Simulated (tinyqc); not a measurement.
Classical Heisenberg spin chain: exact results, Metropolis, heat-bath and over-relaxation steps, and a Monte Carlo run: one step, computed by the program tinyqc. Command: `OMP_NUM_THREADS=1 python tinyqc.py 3130049 3130050 out.jsonl heismc walk`. One thread of a shared host (Intel(R) Xeon(R) Processor @ 2.30GHz), about 0.2 s of CPU time with the checks.

E = -J sum_i s_i . s_(i+1) for unit vectors s_i on an open chain; K = J/(k_B T).

Question. Exact results. Each bond angle is independent, so u = <s_i . s_(i+1)> = coth K - 1/K, <s_i . s_(i+n)> = u^n, correlation length xi = -1/ln|u|, energy per bond -J u, heat capacity per bond c/k_B = 1 - K^2/sinh^2 K, and for the long chain chi = mu^2 (1 + u)/(3 k_B T (1 - u)) per spin.

Inputs (values chosen for the exercise, for a model chain of large moments): coupling J = -2.5 meV; temperature T = 40.6 K; moment mu = 6.8 mu_B.

Constants: k_B = 8.617333262e-05 eV/K; mu_B = 5.7883818060e-05 eV/T.

Give: K; u; xi; energy per bond; heat capacity; chi over the Curie value; chi.

Answer.

K = -0.7146

u = -0.2305

xi = 0.6813 sites

energy per bond = -0.5761 meV

heat capacity = 0.1541 k_B/bond

chi over the Curie value = 0.6254

chi = 0.1595 mu_B/T per spin
